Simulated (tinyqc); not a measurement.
Schottky emission and Poole-Frenkel conduction in an insulator, and how to tell them apart: effect of temperature.

Schottky emission (electrode-limited): J = As T^2 exp[-(pb - b sqrt(F))/Vt], b = sqrt(q/(4 pi eps0 ei)). Poole-Frenkel emission (bulk-limited): J = s0 F exp[-(pt - 2 b sqrt(F))/Vt]. F in V/cm.

Both formulas at the same field.

Inputs (values chosen for the exercise); dielectric values close to those of aluminium oxide: high-frequency relative permittivity ei = 3.24; trap depth pt = 1.09 eV; Poole-Frenkel prefactor s0 = 0.39 S/cm; electrode barrier pb = 1.25 eV; Richardson constant As = 37 A/(cm^2 K^2); field F = 1.1 MV/cm.

Constants: q = 1.602176634e-19 C, kB = 1.380649e-23 J/K, Vt = kB T/q, eps0 = 8.8541878128e-14 F/cm where lengths are in cm. Results are converted to the units shown.

Effect of temperature:

| T (K) | J, Schottky (A/cm^2) | J, Poole-Frenkel (A/cm^2) | ratio |
|---|---|---|---|
| 225 | 1.684e-17 | 1.326e-9 | 1.270e-8 |
| 260 | 2.846e-14 | 1.191e-7 | 2.390e-7 |
| 300 | 1.729e-11 | 5.625e-6 | 3.074e-6 |
| 340 | 2.399e-9 | 1.072e-4 | 2.237e-5 |
| 380 | 1.208e-7 | 0.001099 | 1.099e-4 |
| 420 | 2.941e-6 | 0.007233 | 4.066e-4 |
| 475 | 1.011e-4 | 0.05746 | 0.001760 |

What does the table show?

The Schottky current grows by 12.8 decades and the Poole-Frenkel current by 7.64, as their lowered barriers are 1.03 and 0.648 eV. A tunnelling current would hardly change over this range.

Numbers from tinyqc (`OMP_NUM_THREADS=1 python tinyqc.py 2370161 2370162 out.jsonl`; about 0.01 s on one thread of a shared Intel Xeon 2.30GHz).
